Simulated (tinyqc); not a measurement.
Changing the hole prefactor a_p: avalanche multiplication and breakdown of a junction from ionisation integrals. Computed by tinyqc, a small Python program. Command: `OMP_NUM_THREADS=1 python tinyqc.py 3011601 3011602 out.jsonl impact sweep`. One thread of a shared host (Intel(R) Xeon(R) Processor @ 2.30GHz), about 0.03 s of CPU time with the checks.

Ionisation coefficients follow the local field. Position x runs through the depletion layer from the p side (x = 0), where electrons enter, to the n side (x = w), where holes enter. The built-in voltage is neglected.

Inputs (values chosen for the exercise, modelled on InP): electron prefactor a_n = 5.15e+06 1/cm; electron field b_n = 3.09e+06 V/cm; hole field b_p = 2.25e+06 V/cm; exponent c = 1; permittivity eps = 12.5; layer width W = 2 micrometre; bias as a fraction of the breakdown voltage = 0.89.

Junction: p-i-n with uniform field.

Constants: e = 1.602176634e-19 C; eps_0 = 8.8541878128e-12 F/m.

Method:
- alpha_n = a_n exp(-(b_n/F)^c), alpha_p = a_p exp(-(b_p/F)^c).
- Uniform field F = F_m, w = W, V = F_m W.
- With Phi(x) = int_0^x (alpha_n - alpha_p) dx': 1 - 1/M_n = I_n = int_0^w alpha_n exp(-Phi) dx and M_p = M_n exp(-Phi(w)); trapezoid rule on 401 even points; breakdown at I_n = 1.
- Solve I_n(F_m) = 1.
- Bias V = fraction times the breakdown voltage.
- M_n = 1/(1 - I_n), M_p = M_n exp(-Phi(w)); McIntyre excess noise for the carrier with the larger M, F_x = k M + (1 - k)(2 - 1/M), with k = (smaller M - 1)/(larger M - 1).

One run for each value:
```
hole prefactor a_p (1/cm)  breakdown voltage (V)  effective k  excess noise factor     M_n
1.80e+04                                  112.45      0.01873               2.0371  9.4971
4.90e+04                                  107.23      0.05532               2.0326  5.6246
1.30e+05                                  101.47      0.16221               2.0146  3.5465
3.50e+05                                   94.89      0.49686               1.9722  2.3711
9.50e+05                                   87.62      0.62877               1.9118  1.7144
2.50e+06                                   80.26      0.19611               1.8857  1.3635
6.80e+06                                   72.74      0.05653               1.8767  1.1694
1.80e+07                                   65.88      0.01630               1.8812  1.0744
```

Describe and explain the trends.

Over the rows, breakdown voltage (V) falls from 112 to 65.9 (exponent d ln y / d ln x -0.047 between the first rows and -0.10 between the last); effective k goes from 0.0187 through a maximum among these rows, 0.629 at 950000, to 0.0163; excess noise factor goes from 2.04 through a minimum among these rows, 1.88 at 6.80e6, to 1.88. Breakdown needs feedback from both carriers; weakening one raises V_B much less than in proportion but changes the noise.

Extremes, crossings and ranges named in words are read from the listed rows.
